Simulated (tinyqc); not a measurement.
Thin-body film or fin with hard walls, valleys of the Si type: one step. Subband edges. Three cases, with inputs chosen for the exercise.

Problem. The seven lowest levels of all groups together; primes mark the lighter m_z.

A film of thickness t between hard walls, flat band inside: E_n = c (n pi/t)^2/m_z above the bulk edge, c = hbar^2/2m0. Without degeneracy the sheet density is N2 exp((EF - Ec)/kB T) with N2 = sum_i g m_d/(2 pi c) kB T exp(-E_i/kB T) over n = 1 to 40 of each group; a classical film has t Nc with Nc = 2 g_all (m_dos kB T/(4 pi c))^(3/2), m_dos = (ml mt^2)^(1/3). The threshold shift is dVt = kB T ln(t Nc/N2).

Constants: hbar^2/2m0 = 3.80998211 eV angstrom^2.

Give: Subbands.

Case 1.

Values chosen (out of a larger set: near those of Si; not measured data): t = 28 angstrom (body thickness).

Valleys (masses in m0):
```
valleys g  cos^2(theta)       m_z       m_1       m_2       m_d
2              1.000000  0.931000  0.190000  0.190000  0.190000
4              0.000000  0.190000  0.190000  0.931000  0.420583
```

Solution.

Subbands:
```
label  valleys g  E (eV)
1              2  0.0515
2              2  0.2061
1'             4  0.2524
3              2  0.4637
4              2  0.8243
2'             4  1.0097
5              2  1.2879
```

The second subband, 2, lies 154.6 meV above the first, 6.0 kB T at 300 K.

Case 2.

Values chosen (out of a larger set: near those of Si; not measured data): t = 80 angstrom (body thickness).

Valleys (masses in m0):
```
valleys g  cos^2(theta)       m_z       m_1       m_2       m_d
2              1.000000  0.923000  0.187000  0.187000  0.187000
4              0.000000  0.187000  0.187000  0.923000  0.415453
```

Solution.

Subbands:
```
label  valleys g  E (eV)
1              2  0.0064
2              2  0.0255
1'             4  0.0314
3              2  0.0573
4              2  0.1018
2'             4  0.1257
5              2  0.1591
```

The second subband, 2, lies 19.1 meV above the first, 2.9 kB T at 77 K.

Case 3.

Values chosen (out of a larger set: near those of Si; not measured data): t = 68 angstrom (body thickness).

Valleys (masses in m0):
```
valleys g  cos^2(theta)       m_z       m_1       m_2       m_d
4              0.500000  0.315307  0.191000  0.547000  0.323229
2              0.000000  0.191000  0.191000  0.903000  0.415299
```

Solution.

Subbands:
```
label  valleys g  E (eV)
1              4  0.0258
1'             2  0.0426
2              4  0.1032
2'             2  0.1703
3              4  0.2321
3'             2  0.3832
4              4  0.4127
```

The second subband, 1', lies 16.8 meV above the first, 0.6 kB T at 300 K.

Computed by tinyqc, one run a case: `OMP_NUM_THREADS=1 python tinyqc.py N N+1 out.jsonl` with N = 1280249, 1280841, 1280947; one thread of a shared Intel(R) Xeon(R) Processor @ 2.30GHz, about 0.01 s a run at most.
